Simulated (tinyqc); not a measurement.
## Single-junction solar cell, detailed-balance limit: effect of the cell temperature

Every photon above the gap Eg makes one pair and none below is absorbed; carriers thermalise at T and move without loss. Jsc = q fs X Phi(Eg, Ts); the dark current is J0 = q ge Phi(Eg, T)/ERE with the Boltzmann factor exp(V/Vt). The efficiency is the electrical power over fs X sigma Ts^4.

Photon flux above E from a black body at temperature T into a hemisphere: Phi(E, T) = A sum_k exp(-k E/th)[E^2 th/k + 2 E th^2/k^2 + 2 th^3/k^3], k = 1, 2, ..., with th = kB T/q in eV and A = 2 pi q^3/(h^3 c^2). J(V) = Jsc - J0 (exp(V/Vt) - 1); Voc = Vt ln(1 + Jsc/J0); at maximum power v = Vmp/Vt solves (1 + v) exp(v) = 1 + Jsc/J0. Pin = fs X sigma Ts^4, sigma = 2 pi^5 kB^4/(15 h^3 c^2). FF = Vmp Jmp/(Voc Jsc).

Values chosen for this exercise:
- Ts = 5800 K (temperature of the black-body sun)
- fs = 2.16e-5 (share of the hemisphere filled by the sun)
- X = 1 (concentration)
- ERE = 0.01 (external radiative efficiency)
- ge = 1 (number of faces that emit)
- Eg = 0.87 eV (band gap)

Constants: q = 1.602176634e-19 C, kB = 1.380649e-23 J/K, h = 6.62607015e-34 J s, c = 299792458 m/s, Vt = kB T/q. Results are converted to the units shown.

The same in every row: Jsc (mA/cm^2) = 67.60.

Results:
```
T (K)  Voc (V)  Eg/q - Voc (V)      FF  efficiency (%)
200     0.6516          0.2184  0.8801           27.97
240     0.6040          0.2660  0.8543           25.17
280     0.5558          0.3142  0.8265           22.40
360     0.4577          0.4123  0.7626           17.03
400     0.4080          0.4620  0.7250           14.43
440     0.3579          0.5121  0.6824           11.91
480     0.3075          0.5625  0.6335           9.500
```

Estimate the missing row, T = 320 K.

Computed row:
```
T (K)  Voc (V)  Eg/q - Voc (V)      FF  efficiency (%)
320     0.5070          0.3630  0.7962           19.69
```

With this row back in the table: As T goes from 200 to 480 K, Jsc stays at 67.6 mA/cm^2, Voc falls from 0.652 to 0.307 V and the efficiency falls from 28.0 to 9.50 %. Voc changes by -1.23 mV/K on average with Eg fixed, and the efficiency by -0.39 % of itself per kelvin.

Numbers from tinyqc (`OMP_NUM_THREADS=1 python tinyqc.py 2820107 2820108 out.jsonl`; about 0.01 s on one thread of a shared Intel Xeon 2.30GHz).
